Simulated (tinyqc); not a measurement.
Programming of a floating-gate cell by Fowler-Nordheim tunnelling: two steps of the calculation.

Per tunnel area the floating gate has Ctun = 3.9 eps0/tox to the channel (0 V) and Ccg to the control gate, Ct = Ctun/(1 - ag), no other coupling. With the threshold shift U = -Q/Ccg the field is F = ag (Vg - U)/tox, and dU/dt = J/Ccg. Fowler-Nordheim: J = A F^2 exp(-B/F), A = q^2/(16 pi^2 hbar mo phi) (times 1e14 for A/cm^2 with F in V/nm, emitter mass m0), B = (4/3) sqrt(mo/C) phi^1.5, C = hbar^2/(2 m0).

Parameters, values chosen for the exercise; oxide values close to those of silicon dioxide: tunnel barrier phi = 3.14 eV; tunnelling mass mo = 0.46 m0; tunnel oxide thickness tox = 9.1 nm; coupling ratio Ccg/Ct ag = 0.56; tunnel area ar = 1400 nm^2; threshold shift at the start Vt0 = -2.7 V; control-gate voltage Vg = 15.3 V; time step dt = 16 us; steps n = 8.

Constants: q = 1.602176634e-19 C, hbar = 1.054571817e-34 J s, m0 = 9.1093837015e-31 kg, eps0 = 8.8541878128e-14 F/cm where lengths are in cm, hbar^2/(2 m0) = 0.0380998212 eV nm^2. Results are converted to the units shown.

Question 1. Constants of the cell. A, B, Ccg = ag Ct, the starting field and current, K = A B ag/(Ccg tox), and the knee time t0 = exp(B/F(0))/K.

Find: A; B; Ccg; F(0); J(0); K; t0; electrons for 1 V of shift.

Answer 1.

A = 1.067e8 A cm^-2 (V/nm)^-2
B = 25.78 V/nm
Ccg = 0.4830 uF/cm^2
F(0) = 1.108 V/nm
J(0) = 0.01024 A/cm^2
K = 3.505e14 1/s
t0 = 36.49 us
electrons for 1 V of shift = 42.20

Question 2. Explicit time steps against the exact solution. U(new) = U + dt J(F(U))/Ccg. Exact: exp(B/F(t)) = exp(B/F(0)) + K t, K = A B ag/(Ccg tox), and U = Vg - tox F/ag.

Give: t; F; J; U by steps; U exact.

Answer 2.

```
step  t (us)  F (V/nm)  J (A/cm^2)  U by steps (V)  U exact (V)
0          0     1.108     0.01024          -2.700       -2.700
1      16.00     1.087    0.006304          -2.361       -2.423
2      32.00     1.074    0.004634          -2.152       -2.226
3      48.00     1.065    0.003680          -1.998       -2.073
4      64.00     1.057    0.003055          -1.877       -1.949
5      80.00     1.051    0.002613          -1.775       -1.845
6      96.00     1.045    0.002282          -1.689       -1.755
7      112.0     1.041    0.002026          -1.613       -1.676
8      128.0     1.037    0.001821          -1.546       -1.606
```

Range of the model: Programming fields of 10 MV/cm and more wear the oxide; trapping and the channel potential are ignored.

Program tinyqc, `OMP_NUM_THREADS=1 python tinyqc.py 2130018 2130019 out.jsonl`; Intel Xeon 2.30GHz, shared host, one thread, about 0.01 s.
